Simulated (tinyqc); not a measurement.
Inside a calculation. Method: plane-wave Kohn-Sham cycle with exchange-only LDA in a layered model solid. One step of it, computed by the program tinyqc.

Task: Iteration 2: potential. V_H(G) = 4 pi rho(G)/G^2 for G != 0 (uniform background); v_x = -(3 rho/pi)^(1/3); V = V_ext + V_H + v_x; Fourier components f(G_m) = (1/N) sum_j f(x_j) exp(-i G_m x_j).

A solid whose potential varies along x alone (atomic units):
```
parameter                      value
period a                   16.700000
cross-section of the cell  34.000000
electrons per cell                 4
grid points                       16
plane waves -n..n, n               3
k points                           3
V1 in V1 cos(2 pi x/a)     -0.570000
```

density after iteration 1 (e/bohr^3): 0.01186531  0.01291947  0.01230744  0.00808313  0.00463856  0.00364392  0.00353807  0.00353241  0.00352443  0.00353241  0.00353807  0.00364392  0.00463856  0.00808313  0.01230744  0.01291947

Give: Potentials on the grid; V(G_m), m = 0, 1, 2, ....

Result:

Potentials on the grid (hartree):
```
x          V_ext      V_H      v_x        V
0.0000   -0.5700   0.4832  -0.2246  -0.3114
1.0437   -0.5266   0.4486  -0.2311  -0.3090
2.0875   -0.4031   0.3358  -0.2274  -0.2946
3.1313   -0.2181   0.1555  -0.1976  -0.2603
4.1750         0  -0.0402  -0.1642  -0.2044
5.2188    0.2181  -0.2059  -0.1515  -0.1393
6.2625    0.4031  -0.3260  -0.1501  -0.0730
7.3063    0.5266  -0.3982  -0.1500  -0.0216
8.3500    0.5700  -0.4223  -0.1499  -0.0021
9.3938    0.5266  -0.3982  -0.1500  -0.0216
10.4375   0.4031  -0.3260  -0.1501  -0.0730
11.4812   0.2181  -0.2059  -0.1515  -0.1393
12.5250        0  -0.0402  -0.1642  -0.2044
13.5687  -0.2181   0.1555  -0.1976  -0.2603
14.6125  -0.4031   0.3358  -0.2274  -0.2946
15.6562  -0.5266   0.4486  -0.2311  -0.3090
```

V(G_m), m = 0, 1, 2, ... (hartree): -0.1824  -0.0779  0.0121  0.0005  0.0008  0.0000  -0.0001
